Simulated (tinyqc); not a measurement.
Direct against trap-assisted paths: tunnelling through a thin dielectric with one trap, as a tight-binding chain.

Hopping -t everywhere, t = c/(m a^2), c = hbar^2/2m0; lead sites at 2t (band bottom 0), barrier sites 1 to N at 2t + phi, and site j has U besides. No voltage. Leads give S = -t exp(ika) on sites 1 and N, cos(ka) = 1 - E/(2t). T = (2 t sin(ka))^2 |G_1N|^2, G = (E - H - S)^-1. In the barrier cosh(q a) = 1 + (phi - E)/(2t).

Resonance: the lowest eigenvalue of H + S(E), iterated until its real part equals E (40 rounds from Eb = phi + 2t - sqrt(4t^2 + U^2), the level in an endless barrier). With v the normalised squared amplitudes of that state, Gamma_L = 2 t sin(ka) v_1, Gamma_R = 2 t sin(ka) v_N; Breit-Wigner T = Gamma_L Gamma_R/((E - Er)^2 + (Gamma_L + Gamma_R)^2/4).

Constants: hbar^2/2m0 = 3.80998211 eV angstrom^2.

Inputs chosen for the exercise (barrier and mass of the size used for SiO2 on silicon; not measured data): a = 3 angstrom (site spacing); m = 0.5 m0 (mass, the same in leads and barrier); phi = 3.26 eV (conduction edge of the barrier above that of the leads); U = -3.25 eV (extra energy on the trap site).

N odd, the trap in the middle, j = (N + 1)/2. Direct T is that without trap at the energy Er; area = 2 pi Gamma_L Gamma_R/(Gamma_L + Gamma_R). The exponents are the slopes of the logarithms between the last two rows, per angstrom.

Against thickness:

| N | N a (angstrom) | Er (eV) | direct T | area (meV) |
|---|---|---|---|---|
| 5 | 15.0 | 1.2899 | 2.92e-06 | 15.5 |
| 7 | 21.0 | 1.2887 | 1.05e-08 | 0.926 |
| 9 | 27.0 | 1.2887 | 3.76e-11 | 0.0555 |
| 11 | 33.0 | 1.2886 | 1.35e-13 | 0.00333 |
| 13 | 39.0 | 1.2886 | 4.86e-16 | 0.000200 |
| 15 | 45.0 | 1.2886 | 1.75e-18 | 1.20e-05 |
| 17 | 51.0 | 1.2886 | 6.29e-21 | 7.18e-07 |

exponents (1/angstrom): direct 0.9380, through the trap 0.4690

The direct path falls as exp(-0.938 d) and the path through a central trap as exp(-0.469 d), 2.00 times more slowly, since each step crosses half the layer. From 5 to 17 sites the first loses 14.7 decades and the second 7.3: in thicker layers even few traps rule the leakage. Inelastic capture with phonons is left out.

tinyqc: `OMP_NUM_THREADS=1 python tinyqc.py 1482512 1482513 out.jsonl`; about 0.1 s, one thread, shared Intel(R) Xeon(R) Processor @ 2.30GHz.
